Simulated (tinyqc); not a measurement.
Which lattice a d-band metal prefers: Slater-Koster d bands of an fcc metal.

Slater-Koster d bands. For a bond with direction cosines (l, m, n) the 5 x 5 block is dds Ps + ddp Pp + ddd (1 - Ps - Pp), the projectors on sigma, pi and delta states about the bond; for instance <xy|xy> = 3 l^2 m^2 dds + (l^2 + m^2 - 4 l^2 m^2) ddp + (n^2 + l^2 m^2) ddd, <xy|yz> = 3 l m^2 n dds + l n (1 - 4 m^2) ddp + l n (m^2 - 1) ddd and <3z2-r2|3z2-r2> = (n^2 - (l^2 + m^2)/2)^2 dds + 3 n^2 (l^2 + m^2) ddp + (3/4)(l^2 + m^2)^2 ddd. H(k) sums the blocks times cos(k.R) over the neighbours; the d level is the zero of energy; k in 2 pi/a.

Mesh: k = f1 b1 + f2 b2 + f3 b3 with fractions (j + 1/2)/N, j = 0 to N - 1, and b = (-1,1,1), (1,-1,1), (1,1,-1) for fcc, (0,1,1), (1,0,1), (1,1,0) for bcc, unit vectors for simple cubic. The lowest Nd/10 of all levels are filled with two electrons each; the bond energy is their sum per atom.

Parameters, chosen for this exercise (of the size met in Co; not measured data):
- dds = -0.545 eV (dd sigma)
- ddp = 0.354 eV (dd pi)
- ddd = -0.071 eV (dd delta)
- f2 = 0.487 (factor for second neighbours in bcc)
- N = 10 (mesh)

fcc has twelve neighbours, bcc eight and six (the six times f2), simple cubic six. The integrals of bcc and sc are scaled so that all three have the second moment of fcc, which stands for equal repulsion (structural energy difference theorem). s and p electrons are left out.

Bond energy per atom:

| Nd | fcc (eV) | bcc - fcc (meV) | sc - fcc (meV) |
|---|---|---|---|
| 1 | -1.937 | 121 | 3 |
| 2 | -3.327 | 82 | 46 |
| 3 | -4.353 | -51 | 202 |
| 4 | -4.944 | -214 | 295 |
| 5 | -5.048 | -55 | 266 |
| 6 | -4.712 | 172 | 63 |
| 7 | -3.988 | 238 | -163 |
| 8 | -2.947 | 116 | -334 |
| 9 | -1.592 | -73 | -342 |

scale factors: bcc 1.1285, sc 1.4142

mu3/mu2^1.5: fcc -0.241, bcc -0.231, sc 0.000

mu4/mu2^2: fcc 1.842, bcc 1.698, sc 2.187

largest change of a difference when N is raised to 14 = 9 meV

fcc is lowest for Nd = 1, 2 and 6. bcc is lowest for Nd = 3, 4 and 5. sc is lowest for Nd = 7, 8 and 9. bcc gains most on fcc at Nd = 4 (-214 meV). A small fourth moment marks a two-peaked band, which tends to favour fillings near one half; bcc has -8 % against fcc, and at Nd = 5 it lies -55 meV from fcc (differences of a few tens of meV are within the error of the mesh; hcp is left out, and this d-only model can miss the lattice of the real metal). The third moments, from three-membered rings, skew the bands. That simple cubic wins anywhere comes from keeping d bands and equal second moments alone; no transition metal takes it. Differences below about 9 meV are within the error of this mesh, and the s and p electrons left out weigh most where the d band is nearly empty or full.

Program tinyqc; command `OMP_NUM_THREADS=1 python tinyqc.py 1481133 1481134 out.jsonl`; about 0.05 s on one thread of a shared Intel(R) Xeon(R) Processor @ 2.30GHz.
